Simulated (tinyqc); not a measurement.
Schemes compared: quasiparticle equation with a plasmon-pole self-energy for two band edges.

For each edge E = e + X + Sc(E), with the correlation part Sc(E) = A[0]/(E - a + w) + A[1]/(E - b - w); a and b are the valence and conduction energies that enter the Green function (a = ev, b = ec in the one-shot scheme). Z = 1/(1 - dSc/dE), dSc/dE = -A[0]/(E - a + w)^2 - A[1]/(E - b - w)^2.

Values chosen for the exercise (scales of the order of those of GaAs; shifted at random, so the results belong to these values and not to a real crystal):
```
symbol  value         unit  meaning
ev      0             eV    mean-field valence top
ec      0.5           eV    mean-field conduction edge
w       14.8          eV    pole energy
Av      (40.5, 16.4)  eV^2  weights of the valence state on the hole and electron poles
Ac      (17.5, 37.2)  eV^2  the same for the conduction state
Xv      -2.48         eV    exchange minus the mean-field potential, valence
Xc      1.89          eV    the same, conduction
```

Z = 1; linearised; exact one-shot; energies updated in G (a, b); updated in G and W, where w grows by half of the opening of the gap (a rule chosen for the exercise).

Results (eV):
```
scheme               Ev     Ec    gap  opening
mean field        0.000  0.500  0.500    0.000
Z = 1            -0.815  1.020  1.836    1.336
linearised       -0.650  0.918  1.568    1.068
one-shot, exact  -0.647  0.917  1.564    1.064
update G         -0.739  0.939  1.677    1.177
update G and W   -0.809  0.997  1.806    1.306
```

The openings run from 1.064 (one-shot, exact) to 1.336 eV (Z = 1). Linearising moves the gap by 4 meV, updating G +113 meV and updating W a further +129 meV: once Z is kept, the level of self-consistency matters more than linearising.

tinyqc: `OMP_NUM_THREADS=1 python tinyqc.py 1880460 1880461 out.jsonl`; about 0.02 s, one thread, shared Intel(R) Xeon(R) Processor @ 2.30GHz.
